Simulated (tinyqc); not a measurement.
Oxide trap near a transistor channel: two-state multiphonon kinetics, telegraph noise and bias instability: one step, computed by the program tinyqc.

An n-channel device under positive gate bias. The trap is empty (state 1) or holds an electron (state 2); both states are parabolas of equal curvature, and the electron reservoir is taken at the Fermi level of the channel.

Question. Tunnelling factor. kappa = sqrt(2 m_ox phi_b)/hbar = sqrt(m_ox phi_b/(hbar^2/2m_0)); attenuation length lambda = 1/(2 kappa); factor exp(-x/lambda) for a rectangular barrier.

Inputs (values chosen for the exercise, with an insulator like Si3N4 on silicon):

| quantity | value | unit |
|---|---|---|
| insulator constant eps_ox | 7.48 | - |
| trap depth x from the interface | 1.2 | nm |
| tunnel barrier phi_b | 2.17 | eV |
| tunnelling mass m_ox | 0.41 | m_0 |
| oxide field F | 6.8 | MV/cm |

Parts treated: one trap and an ensemble.

Constants: hbar^2/(2 m_0) = 3.80998212 eV angstrom^2.

Give: kappa; attenuation length lambda; tunnelling factor.

Answer.

kappa = 4.8324 1/nm

attenuation length lambda = 0.10347 nm

tunnelling factor = 9.1873e-06

Caution: a field 1.5 times as high comes near the usual breakdown field of such an insulator. Caution: the field lowers the tunnel barrier appreciably over the trap depth, so the rectangular barrier understates the rate.
